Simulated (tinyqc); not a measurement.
# Transfer-length model of a contact: effects of single changes

A metal contact of length d and width W on a thin layer of the same width. The metal has no resistance, the sheet resistance under it equals Rsh, and current enters the layer at the front edge x = 0.

Inputs (values chosen for the exercise):
- Rsh = 180 ohm/sq (sheet resistance of the semiconductor layer)
- rc = 1.3e-6 ohm cm^2 (specific contact resistivity)
- d = 0.8 um (contact length)
- W = 9.3 um (contact width)

Each table varies one quantity; the others keep the values above.

## Effect of the contact length

Transfer length Lt = sqrt(rc/Rsh); front resistance Rc = (Rsh Lt/W) coth(d/Lt); end resistance Re = (Rsh Lt/W)/sinh(d/Lt).

Result of one run:
```
d (um)	d/Lt	Rc W (ohm um)	rc/d (ohm um)	Re/Rc
0.98	1.153	186.8	132.7	0.5741
```

What becomes of these results when the contact length d is changed from 0.98 to 3.3 um, all else the same?

Result of the changed run:
```
d (um)	d/Lt	Rc W (ohm um)	rc/d (ohm um)	Re/Rc
3.3	3.883	153.1	39.39	0.04116
```

The whole series:
```
d (um)	d/Lt	Rc W (ohm um)	rc/d (ohm um)	Re/Rc
0.13	0.1530	1008	1000	0.9884
0.2	0.2353	662.0	650.0	0.9729
0.3	0.3530	451.2	433.3	0.9408
0.44	0.5177	321.4	295.5	0.8795
0.66	0.7766	235.1	197.0	0.7593
0.98	1.153	186.8	132.7	0.5741
1.5	1.765	162.2	86.67	0.3326
2.2	2.589	154.7	59.09	0.1494
3.3	3.883	153.1	39.39	0.04116
4.9	5.766	153.0	26.53	0.006266
```

Rc W falls from 1010 to 153 ohm um, as d^(-0.98) between the first two rows. It levels off at sqrt(rc Rsh) = 153 ohm um and, among the rows, is within 5 % of that from d = 2.2 um on (Lt = 0.850 um): metal beyond two transfer lengths lowers Rc by less than 4 %.

## Effect of the sheet resistance

Same model as above.

Results:
```
Rsh (ohm/sq)	Lt (um)	d/Lt	Rc W (ohm um)	Re W (ohm um)
5	5.0990	0.15689	163.83	161.84
13	3.1623	0.25298	165.95	160.78
33	1.9848	0.40307	171.21	158.18
86	1.2295	0.65068	184.81	151.58
220	0.76871	1.0407	217.32	136.49
1500	0.29439	2.7175	445.46	58.582
3800	0.18496	4.3252	703.10	18.601
```

Estimate the missing row, Rsh = 570 ohm/sq.

Computed row:
```
Rsh (ohm/sq)	Lt (um)	d/Lt	Rc W (ohm um)	Re W (ohm um)
570	0.47757	1.6752	292.00	105.67
```

With this row back in the table: Rc W rises from 164 to 703 ohm um while Re W falls from 162 to 18.6 ohm um; for Rsh going to zero both tend to rc/d = 162 ohm um. A larger Rsh shortens Lt and crowds the current to the front edge.

Computed by the program tinyqc: `OMP_NUM_THREADS=1 python tinyqc.py 2760124 2760125 out.jsonl`, one thread of a shared Intel Xeon 2.30GHz, about 0.01 s for the whole run.
